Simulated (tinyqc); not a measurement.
Order-disorder in a binary alloy on two sublattices: Bragg-Williams and pair (quasi-chemical) approximations: one step, computed by the program tinyqc.

All z = 6 neighbours of a site lie on the other sublattice. B fills the sublattices with x + eta/2 and x - eta/2; energies are per site, from the pure components: u = -z w y with y the probability of an A-B bond taken in one order.

Problem. Energy, entropy and site fractions. a = x + eta/2, b = x - eta/2; u = -z w [x (1 - x) + eta^2/4]; s/k_B = [s2(a) + s2(b)]/2, s2(c) = -c ln c - (1 - c) ln(1 - c); gain on ordering = f(eta) - f(0), f = u - T s. Superlattice over fundamental intensity = [eta (f_B - f_A)/2]^2/[(1 - x) f_A + x f_B]^2.

Inputs (values chosen for the exercise, for a model alloy): ordering energy w = (e_AA + e_BB)/2 - e_AB = 42.2 meV; fraction x of B = 0.5; temperature T = 1060 K.

Lattice: simple cubic (z = 6).

scattering factors f_A, f_B (electrons): 12  66

order parameter eta = 0.8070770

Constants: k_B = 8.617333262e-05 eV/K.

Give: B fraction on its own sublattice; B fraction on the A sublattice; energy u; entropy s; gain on ordering; intensity ratio.

Solution.

B fraction on its own sublattice = 0.9035

B fraction on the A sublattice = 0.09646

energy u = -104.5 meV/site

entropy s = 0.3172 k_B/site

gain on ordering = -6.895 meV/site

intensity ratio = 0.3122

The antisite fraction is 0.0965; the dilute estimate exp(-z w/(k_B T)) gives 0.0625. Caution: T is near or above the T_c of the better pair approximation, so the true long-range order is lower than Bragg-Williams gives.
